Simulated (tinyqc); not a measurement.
Inside a calculation. Method: tight binding, dimerised chain. One step of it, computed by the program tinyqc.

Question. Open chain of 4 cells. The same hoppings without the wrap-around bond.

H of the open chain (eV):
```
           1          2          3          4          5          6          7          8
1   0.290000  -1.370000   0.000000   0.000000   0.000000   0.000000   0.000000   0.000000
2  -1.370000  -0.290000  -1.600000   0.000000   0.000000   0.000000   0.000000   0.000000
3   0.000000  -1.600000   0.290000  -1.370000   0.000000   0.000000   0.000000   0.000000
4   0.000000   0.000000  -1.370000  -0.290000  -1.600000   0.000000   0.000000   0.000000
5   0.000000   0.000000   0.000000  -1.600000   0.290000  -1.370000   0.000000   0.000000
6   0.000000   0.000000   0.000000   0.000000  -1.370000  -0.290000  -1.600000   0.000000
7   0.000000   0.000000   0.000000   0.000000   0.000000  -1.600000   0.290000  -1.370000
8   0.000000   0.000000   0.000000   0.000000   0.000000   0.000000  -1.370000  -0.290000
```

Give: levels; weights of the highest filled level on the sites.

Answer.

levels (eV): -2.804  -2.285  -1.488  -0.480  0.480  1.488  2.285  2.804

weights of the highest filled level on the sites: 0.099  0.031  0.062  0.120  0.029  0.250  0.008  0.401

The bulk gap runs from -0.3701 to 0.3701 eV; no level of this chain lies inside it.
